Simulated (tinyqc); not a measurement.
Inside a calculation: Kronig-Penney superlattice by transfer matrices. Values are carried at full precision from step to step, so a last printed digit may differ when a step is redone from the rounded ones.

Wells (width a, potential 0, mass mw) alternate with barriers (width b, height V0, mass mb); period d = a + b; c = hbar^2/2m0. The vector (psi, psi'/m) is continuous, and a layer of thickness t carries it by M = [[cos kt, (m/k) sin kt], [-(k/m) sin kt, cos kt]] with k = sqrt(m (E - V)/c); for E < V, k = i kappa gives [[cosh, (m/kappa) sinh], [(kappa/m) sinh, cosh]] of kappa t. A Bloch state obeys cos(q d) = tr(Mb Mw)/2.

Constants: hbar^2/2m0 = 3.80998211 eV angstrom^2; hbar = 6.58211957e-16 eV s.

Parameters, chosen for this exercise (near those of a GaAs superlattice with barriers of AlGaAs; shifted at random, so the results belong to these values and not to a real crystal): a = 107 angstrom (well width); b = 16 angstrom (barrier width); V0 = 0.243 eV (barrier height); mw = 0.066 m0 (mass in the wells); mb = 0.0919 m0 (mass in the barriers); E = 0.0343 eV (trial energy); F = 5 kV/cm (field along the axis).

## Layer matrices at one energy

Form the matrix of the well and of the barrier at E.

k in the well = 0.02438 1/angstrom
kappa in the barrier = 0.07095 1/angstrom

Mw (angstrom units):
```
           1          2
1  -0.861088    1.37670
2  -0.187787  -0.861088
```

Mb (angstrom units):
```
         1        2
1  1.71660  1.80721
2  1.07719  1.71660
```

## The matrix of one period

Multiply M = Mb Mw and take half the trace. If its size is at most 1, E lies in a miniband and q d = arccos(tr M/2); otherwise the state decays by exp(-arccosh|tr M/2|) a period.

M:
```
         1          2
1  -1.8175    0.80707
2  -1.2499  0.0048239
```

tr M/2 = -0.9063
q d in a band, or the decay exponent in a gap = 2.705

E lies in a miniband; det M = 1.0000, as for any such product.

## Miniband edges

The edges are the energies where tr M/2 = +1 (q = 0) or -1 (q = pi/d); the first three minibands.

Minibands:
```
band  bottom (eV)  top (eV)  width (meV)
1          0.0196    0.0355         15.9
2          0.0852    0.1424         57.2
3          0.2089    0.3223        113.4
```

2 minibands of these lie wholly below V0. The first gap is 49.8 meV wide; the single well of width a has E1 = 0.0276 eV, inside the first miniband.

## Dispersion along the axis

Solve tr M/2 = cos(q d) inside each miniband at q d/pi = 0, 1/6, ..., 1. The cosine form is E_bottom + (W/2)(1 - cos q d) with the true width W.

Energies (eV):
```
q d/pi  band 1  cosine form  band 2
0.000   0.0196       0.0196  0.1424
0.167   0.0204       0.0207  0.1364
0.333   0.0225       0.0236  0.1235
0.500   0.0259       0.0275  0.1097
0.667   0.0301       0.0315  0.0974
0.833   0.0338       0.0344  0.0886
1.000   0.0355       0.0355  0.0852
```

The cosine form, which holds for hopping between neighbouring wells alone, misses band 1 by at most 1.6 meV, 10 % of its width.

## Mass along the axis

With f(E) = tr M/2, 1 - (q d)^2/2 = 1 + f'(E_bottom)(E - E_bottom) gives m_z = -2 c f'/d^2 (f' by a central difference of 1e-6 eV at the bottom of band 1). The cosine form gives 4 c/(W d^2), W the width of band 1 between tr M/2 = +1 and -1.

f' = -182.1 1/eV
m_z = 0.09170 m0
m_z of the cosine form = 0.06355 m0
W = 15.85 meV

The mass along the axis is 1.39 times mw.

## In a field along the axis

One-band picture: ladder spacing e F d, Bloch frequency e F d/(2 pi hbar), and extent W/(e F) of a Stark state, with W the width of band 1; 1 kV/cm = 1e-5 V/angstrom.

e F d = 6.150 meV
Bloch frequency = 1.487 THz
W/(e F d) = 2.58 periods

The state spreads over about 3 periods.

## Checks

- Bottom of band 1 from 121 plane waves (the mass step taken by inverting the matrix of m) against the transfer matrix, eV: both 0.0196.

tinyqc: `OMP_NUM_THREADS=1 python tinyqc.py 1281547 1281548 out.jsonl`; about 0.1 s, one thread, shared Intel(R) Xeon(R) Processor @ 2.30GHz.
